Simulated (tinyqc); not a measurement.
Comparisons within one model: finite square well with mass mismatch (envelope functions). A value that a table varies takes the place of the one given here.

A square well of width L and depth V0, mass mw inside and mb outside, energies from the bottom of the well, c = hbar^2/2m0. k = sqrt(mw E/c), kappa = sqrt(mb (V0 - E)/c). psi and psi'/m are continuous at the walls (BenDaniel-Duke), so level n solves k L + 2 atan[(k/mw)/(kappa/mb)] = n pi.

Non-parabolic bands: mw is replaced by mw (1 + alpha_w E) and mb by mb (1 - alpha_b (V0 - E)), in k, kappa and the matching condition alike.

Constants: hbar^2/2m0 = 3.80998211 eV angstrom^2.

Inputs chosen for the exercise (near those of the heavy valleys of a Si film in SiO2; the results hold for these values, not for the real material): V0 = 3.076 eV (barrier height); mw = 0.941 m0 (mass in the well); mb = 0.505 m0 (mass in the barrier); Ls = (8, 11, 16, 22, 31, 43, 60) angstrom (widths); L = 21 angstrom (well width); alpha_w = 0.54 1/eV (non-parabolicity in the well); alpha_b = 0.16 1/eV (non-parabolicity in the barrier).

## Width of the well

Levels against L, beside the infinite well E1(hard) = c (pi/L)^2/mw; Pb is the probability of level 1 in the barriers; a dash marks an unbound level.

Levels:
```
L (angstrom)  bound levels  E1 (eV)  E2 (eV)  E1(hard) (eV)     Pb
8                        3   0.4195   1.5778         0.6244  0.027
11                       4   0.2467   0.9630         0.3303  0.011
16                       5   0.1275   0.5057         0.1561  0.004
22                       7   0.0712   0.2838         0.0826  0.002
31                       9   0.0374   0.1494         0.0416  0.001
43                      12   0.0200   0.0800         0.0216  0.000
60                      17   0.0105   0.0420         0.0111  0.000
```

What does this show, and why?

The infinite well overestimates E1 by a factor 1.49 at 8 angstrom and 1.06 at 60 angstrom. The local exponent d ln E1/d ln L goes from -1.67 (first two rows) to -1.94 (last two), towards the -2 of hard walls, as Pb falls from 0.027 to 0.000. E2 - E1 is largest at 8 angstrom of the widths listed. Non-parabolicity, which grows with the level, already counts at a few tenths of an eV, and levels above about 0.5 eV lie beyond a parabolic band.

## Levels of description

The same well five ways. mb = mw: the barrier takes the mass of the well. psi' continuous: kappa holds mb but the condition drops the masses, k L + 2 atan(k/kappa) = n pi. The last column is measured against BenDaniel-Duke.

Levels (eV):
```
model                E1      E2      E3  E1 - E1(BDD) (meV)
infinite walls   0.0906  0.3625  0.8155                13.0
mb = mw          0.0736  0.2936  0.6576                -4.0
BenDaniel-Duke   0.0776  0.3092  0.6907                 0.0
psi' continuous  0.0687  0.2752  0.6206                -8.9
non-parabolic    0.0780  0.2831  0.5651                 0.4
```

How do the results move?

Hard walls put E1 13.0 meV too high. Ignoring the mass step moves it by -4.0 meV and the wrong matching by -8.9 meV: with mb/mw = 0.54, continuity of psi'/m lets the slope outside be 0.54 times the slope inside, which acts like a harder wall. Non-parabolicity shifts E1 by +0.4 meV, the balance of a heavier mass in the well, which lowers it, and a lighter mass deep in the barrier, which hardens the wall. Among the finite wells the largest departure in E1 is that of the model 'psi' continuous'.

## What each parameter does

Parabolic bands. Pb is the probability of level 1 in the barriers, (A^2/kappa)/(A^2/kappa + L/2 + sin(kL)/(2k)) with A = cos(kL/2). Each row changes one parameter from the base and keeps the others.

Results:
```
case             E1 (eV)  bound levels      Pb  V0 - E1 (eV)
base              0.0776             6  0.0019        2.9984
L = 23 angstrom   0.0655             7  0.0015        3.0105
V0 = 3.537 eV     0.0784             7  0.0016        3.4586
mw = 0.8469 m0    0.0848             6  0.0023        2.9912
mb = 0.6312 m0    0.0763             6  0.0021        2.9997
```

What does this show?

The largest shifts from the base row, up to three for each result and ties (the steps differ in size, so this ranks the rows, not the parameters). E1 (eV): L -0.0120, mw +0.0072, mb -0.0013. bound levels: L +1, V0 +1; unchanged at the printed digits by mw and mb. Pb: L -0.0004, mw +0.0004, V0 -0.0003. V0 - E1 (eV): V0 +0.4602, L +0.0120, mw -0.0072.

Run: tinyqc, `OMP_NUM_THREADS=1 python tinyqc.py 1281448 1281449 out.jsonl`; Intel(R) Xeon(R) Processor @ 2.30GHz, one thread, shared host; about 0.01 s of CPU time with all checks.
